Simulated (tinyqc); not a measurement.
Haynes-Shockley experiment: what a collector records, against the distance from injector to collector.

A sheet injected at x = 0, t = 0 gives at x = L the signal n(t) = N0 exp(-t/tau - (L - v t)^2/(4 D t))/sqrt(4 pi D t), D = mu Vt, v = mu F. Its peak lies at tp = [-D + sqrt(D^2 + u^2 L^2)]/u^2, u^2 = v^2 + 4 D/tau; dt is the full width at half height. Simple readings: mobility L/(F tp), diffusion coefficient (L dt/tp)^2/(16 ln 2 tp). Area v times the integral of n over N0: (v/u) exp(L (v - u)/(2 D)).

Values chosen for this exercise: temperature T = 250 K; minority-carrier mobility mu = 474 cm^2/(V s); sweep field along the drift F = 15 V/cm; lifetime tau = 1e-6 s.

Constants: q = 1.602176634e-19 C, kB = 1.380649e-23 J/K, Vt = kB T/q. Results are converted to the units shown.

Results:

| L (um) | L/v (us) | tp (us) | dt (us) | apparent mobility (cm^2/(V s)) | apparent D (cm^2/s) | area | exp(-L/(v tau)) |
|---|---|---|---|---|---|---|---|
| 10 | 0.1406 | 0.04132 | 0.1922 | 1613 | 47.20 | 0.6596 | 0.8688 |
| 16 | 0.2250 | 0.08950 | 0.3037 | 1192 | 29.71 | 0.6138 | 0.7985 |
| 27 | 0.3797 | 0.1920 | 0.4625 | 937.5 | 19.87 | 0.5379 | 0.6840 |
| 44 | 0.6188 | 0.3619 | 0.6476 | 810.6 | 15.45 | 0.4387 | 0.5386 |
| 72 | 1.013 | 0.6496 | 0.8785 | 738.9 | 13.16 | 0.3135 | 0.3633 |
| 200 | 2.813 | 1.983 | 1.555 | 672.3 | 11.18 | 0.06750 | 0.06003 |
| 320 | 4.501 | 3.237 | 1.993 | 659.0 | 10.81 | 0.01600 | 0.01110 |

Estimate the missing row, L = 120 um.

Computed row:

| L (um) | L/v (us) | tp (us) | dt (us) | apparent mobility (cm^2/(V s)) | apparent D (cm^2/s) | area | exp(-L/(v tau)) |
|---|---|---|---|---|---|---|---|
| 120 | 1.688 | 1.148 | 1.177 | 696.6 | 11.89 | 0.1763 | 0.1849 |

With this row back in the table: True values: mu = 474 cm^2/(V s), D = 10.2 cm^2/s. The apparent mobility is 3.40 times the true one in the first row and 39 % above it in the last, and the apparent D 4.62 times and 5.8 % above D. The peak always comes before L/v, since spreading and decay both weigh down the later part of the signal; the shift is 71 % and 28 % in these rows.

Computed by the program tinyqc: `OMP_NUM_THREADS=1 python tinyqc.py 2310006 2310007 out.jsonl`, one thread of a shared Intel Xeon 2.30GHz, about 0.01 s for the whole run.
